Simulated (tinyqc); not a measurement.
Resistance of a circular point contact between the ballistic and the diffusive limit: two steps of the calculation.

Two half-spaces of a free-electron metal (one valley, spin 2) meet through a circular opening of radius a in an insulating sheet.

Values chosen for this exercise:
```
symbol,value,unit,meaning
n,7.9e22,cm^-3,free-electron density
l,4.1,nm,mean free path
a,13,nm,radius of the opening
```

Constants: q = 1.602176634e-19 C, hbar = 1.054571817e-34 J s. Results are converted to the units shown.

Task 1. Fermi wave number and resistivity. kF = (3 pi^2 n)^(1/3), resistivity rho = hbar kF/(n q^2 l). Maxwell: RM = rho/(2 a); Sharvin: RS = 4 rho l/(3 pi a^2); interpolation R = RS + gamma RM, gamma = (1 + 0.83 K)/(1 + 1.33 K), K = l/a.

Find: kF; rho; modes (kF a)^2/4.

Result 1.

kF = 13.27 1/nm
rho = 16.84 uohm cm
modes (kF a)^2/4 = 7445

Task 2. Resistances. 

rho = 16.836835 uohm cm

Find: RM; RS; gamma; R.

Result 2.

RM = 6.4757 ohm
RS = 1.7336 ohm
gamma = 0.88891
R = 7.4899 ohm

The Sharvin term makes up 23.1 % of R; it equals (h/2q^2) over the number of modes.

Program tinyqc, `OMP_NUM_THREADS=1 python tinyqc.py 2760059 2760060 out.jsonl`; Intel Xeon 2.30GHz, shared host, one thread, about 0.01 s.
